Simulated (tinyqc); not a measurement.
Inside a calculation: deformation-potential model of the L valleys of a conduction band. Values are carried at full precision from step to step, so a last printed digit may differ when a step is redone from the rounded ones.

s11 = (C11 + C12)/((C11 - C12)(C11 + 2 C12)), s12 = -C12/((C11 - C12)(C11 + 2 C12)), s44 = 1/C44; exx = s11 sxx + s12 (syy + szz) and cyclic, exy = s44 sxy/2; tension is positive. A uniaxial stress X along the unit vector n is s_ij = X n_i n_j.

Constants: kB = 8.617333262e-05 eV/K; hbar^2/2m0 = 3.80998211 eV angstrom^2.

Values chosen for the exercise (near those of Ge; shifted at random, so the results belong to these values and not to a real crystal):
- C11 = 129 GPa
- C12 = 47.8 GPa
- C44 = 66.3 GPa
- load = uniaxial [111] (kind of stress)
- X = -0.79 GPa (stress)
- Xd = -6.48 eV (dilation potential)
- Xu = 16.34 eV (uniaxial potential)
- T = 77 K (temperature)
- ml = 1.557 m0 (longitudinal mass)
- mt = 0.085 m0 (transverse mass)

## Strain from a uniaxial [111] stress

Form the compliances and the strain.

s11, s12, s44 (1/TPa): [9.6943, -2.6210, 15.0830]

strain tensor, rows x, y, z and columns alike:
```
[[-0.001172, -0.001986, -0.001986],
 [-0.001986, -0.001172, -0.001986],
 [-0.001986, -0.001986, -0.001172]]
```

## Valley shifts

Valleys with axes along [111], [1-1-1], [-11-1] and [-1-11], one whole valley each. Herring-Vogt shift of a valley with unit axis a: dE = Xd tr(e) + Xu a.e.a. Non-degenerate shares n_i = exp(-dE_i/kT)/sum_j exp(-dE_j/kT). Inverse mass tensor of a valley: (1 - a a)/mt + a a/ml; the masses are taken as independent of strain.

Apply the Herring-Vogt formula to each valley.

Xd tr(e) = 22.79 meV

a.e.a: [111] -0.005144, [1-1-1] 0.000151, [-11-1] 0.000151, [-1-11] 0.000151

shifts dE (meV): [111] -61.27, [1-1-1] 25.27, [-11-1] 25.27, [-1-11] 25.27

The lowest valley is [111], 86.5 meV below the highest; the mean shift over all valleys is (Xd + Xu/3) tr(e) = 3.63 meV.

## Shares of the electrons

Boltzmann factors of the shifts.

kT = 6.635 meV

shares: [111] 1.0000, [1-1-1] 0.0000, [-11-1] 0.0000, [-1-11] 0.0000

effective number of valley axes, 1/(largest share) = 1.000

## Conductivity mass tensor

With one scattering time for all valleys the conductivity goes as M = sum_i n_i (inverse mass tensor of valley i); along the unit vector u, 1/m_c = u.M.u. Without stress 1/m_c = (1/ml + 2/mt)/3. Take u along [1-10].

M (1/m0), rows x, y, z and columns alike:
```
[[8.057, -3.707, -3.707],
 [-3.707, 8.057, -3.707],
 [-3.707, -3.707, 8.057]]
```

m_c along [1-10] = 0.0850 m0
m_c without stress = 0.1241 m0

The repopulation alone changes the mobility along [1-10] by +46.0 %; with all electrons in the valleys lightest or heaviest along this direction it would change by +46 or -46 %.

## Effective density of states

Each of the 4 whole valleys has m_d = (ml mt^2)^(1/3) and N = 2 (m_d kT/(4 pi c))^(3/2), c = hbar^2/2m0. Counted from the lowest edge, Nc = N x sum_i exp(-(dE_i - dE_min)/kT). 1 angstrom^-3 = 1e24 cm^-3.

m_d = 0.2241 m0
N of one valley = 3.461e+17 cm^-3
Nc under stress = 3.461e+17 cm^-3
Nc without stress = 1.384e+18 cm^-3

## Piezoresistance from repopulation

For small stress d(rho)/rho = pi X. For valleys on the <111> axes pi11 = pi12 = 0 and pi44 = -Xu s44/(3 kT) x (K - 1)/(2K + 1), K = ml/mt. For stress along [110]: pi_l = (pi11 + pi12 + pi44)/2 with the current along it and pi_t = (pi11 + pi12 - pi44)/2 with the current along [1-10]. 1/GPa = 100 x 1e-11/Pa.

K = 18.318

pi11, pi12, pi44 (1e-11/Pa): [0.0, 0.0, -569.7]

pi_l, pi_t for [110] (1e-11/Pa): [-284.9, 284.9]

Only the transfer between valleys is counted; changes of mass and of intervalley scattering add to it in a real crystal.

## Checks

- Conductivity mass at zero stress against 3/(1/ml + 2/mt): both 0.1241122.
- Piezoresistance coefficients by finite differences against the closed form: largest difference 2.7e-07.

Program tinyqc; command `OMP_NUM_THREADS=1 python tinyqc.py 1051454 1051455 out.jsonl`; about 0.04 s on one thread of a shared Intel(R) Xeon(R) Processor @ 2.30GHz.
